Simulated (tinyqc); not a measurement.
AlGaN/GaN HEMT with access regions, lumped model: output curve without and with trapping.

A polarisation-induced electron sheet under a Schottky gate, in series with two ungated access regions and contacts. Drift law v = mu E/(1 + mu E/vs) under the gate. Currents in mA/mm, resistances in ohm mm. No self-heating, no channel-length modulation; fits for polarisation, barrier and offset are chosen for the exercise.

sigma = (5e13 x + 1.6e13 x^2) cm^-2, phiB = 0.84 + 1.3 x, dEc = 0.7 (1.71 x + x^2) in volts, Cb = eps0 eps_r/d, VT = phiB - dEc - q sigma/Cb, access density n0 = -Cb VT/q. Access resistance R(L, n) = L/(q mu n sqrt(1 - (I/(q n vs))^2)); Rs = Rc + R(Ls, n0), Rd = Rc + R(Ld, (1 - ft) n0). Vg' = Vg - I Rs, Vd' = Vd - I (Rs + Rd); with u = Vg' - VT, Vc = vs Lg/mu and w the smaller of Vd' and Vc [sqrt(1 + 2 u/Vc) - 1] (0 if negative), the channel gives (mu Cb/Lg)(u w - w^2/2)/(1 + w/Vc). I equals that channel current. The two columns take ft = 0 and ft = 0.3; collapse = 1 - (second)/(first).

Values chosen for this exercise; values close to those of AlGaN/GaN structures: aluminium share of the barrier x = 0.33; barrier thickness d = 12 nm; relative permittivity of barrier and channel eps_r = 9.4; channel mobility mu = 1200 cm^2/(V s); saturation velocity vs = 1.2e7 cm/s; gate length Lg = 1.5 um; source access length Ls = 1.5 um; drain access length Ld = 1.5 um; resistance of each contact Rc = 0.29 ohm mm; gate voltage Vg = 0 V.

Constants: q = 1.602176634e-19 C, eps0 = 8.8541878128e-14 F/cm where lengths are in cm. Results are converted to the units shown.

Output curve without and with trapping:

| Vd (V) | I, ft = 0 (mA/mm) | I, ft = 0.3 (mA/mm) | collapse (%) |
|---|---|---|---|
| 0.25 | 113.3 | 102.9 | 9.149 |
| 0.5 | 221.3 | 201.8 | 8.810 |
| 1 | 417.9 | 384.4 | 8.008 |
| 2 | 708.9 | 670.0 | 5.477 |
| 3 | 825.8 | 816.0 | 1.180 |
| 4 | 827.1 | 827.1 | 0.000 |
| 6 | 827.1 | 827.1 | 0.000 |
| 8 | 827.1 | 827.1 | 0.000 |
| 12 | 827.1 | 827.1 | 0.000 |

Without trapping the current rises from 113 to 827 mA/mm and first comes within 2 % of its last value at Vd = 3 V among the rows; with trapping that knee lies at 3 V. The collapse is 9.1 % in the first row, at most 9.1 % and 0 % in the last: once the gated channel saturates, the drain access only takes spare voltage. For Vd = 8 to 12 V the power passes 5 W/mm, where self-heating, left out here, lowers the current.

Program tinyqc, `OMP_NUM_THREADS=1 python tinyqc.py 2570155 2570156 out.jsonl`; Intel Xeon 2.30GHz, shared host, one thread, about 0.03 s.
